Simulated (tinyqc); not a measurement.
Ways to converge the cycle: SCF convergence aids in the aug-cc-pvdz basis, for He, spin multiplicity 1. Computed by the program tinyqc with PySCF. RHF with one setting changed at a time; a run stops when the energy changes by less than 1e-09 hartree and the error matrix is below 1e-5. The start is the Wolfsberg-Helmholz matrix. Damping d keeps d of the old density; a shift (hartree) raises the virtual levels; DIIS n extrapolates F over n matrices.

Geometry (angstrom):
```
atom       x       y       z
He    0.0000  0.0000  0.0000
```

lowest restricted solution found by these runs and by PySCF = -2.855705 hartree

Largest element of the error matrix X^T (FDS - SDF) X:
```
iteration    plain  damping 0.3  damping 0.6  shift 0.4   DIIS 3   DIIS 8
1          4.8e-01      4.8e-01      4.8e-01    4.8e-01  4.8e-01  4.8e-01
2          3.6e-02      1.7e-01      3.0e-01    9.8e-02  3.6e-02  3.6e-02
3          4.4e-03      5.9e-02      1.9e-01    2.3e-02  2.8e-03  2.8e-03
4          8.8e-04      2.0e-02      1.2e-01    9.2e-03  7.8e-05  7.8e-05
5          1.9e-04      7.0e-03      7.6e-02    3.8e-03  3.1e-07  2.1e-07
6          4.3e-05      2.3e-03      4.7e-02    1.6e-03  7.1e-11  1.1e-07
8          2.2e-06      3.7e-04      1.9e-02    2.9e-04        -        -
10               -      7.1e-05      7.2e-03    5.4e-05        -        -
14               -      2.8e-06      1.1e-03          -        -        -
20               -            -      7.7e-05          -        -        -
30               -            -      1.6e-06          -        -        -
```

How each run ends:
```
run          iterations  E (hartree)         state
plain                 8     -2.85570  lowest found
damping 0.3          17     -2.85570  lowest found
damping 0.6          36     -2.85570  lowest found
shift 0.4            13     -2.85570  lowest found
DIIS 3                6     -2.85570  lowest found
DIIS 8                6     -2.85570  lowest found
```

What does the comparison show, and why?

6 of 6 runs reach the lowest restricted solution found, in 6 to 36 iterations (fastest: DIIS 3, DIIS 8). Plain steps already contract here, so damping only slows them. DIIS 3 and DIIS 8 gain by cancelling the error over several earlier matrices, much as a quasi-Newton step does.
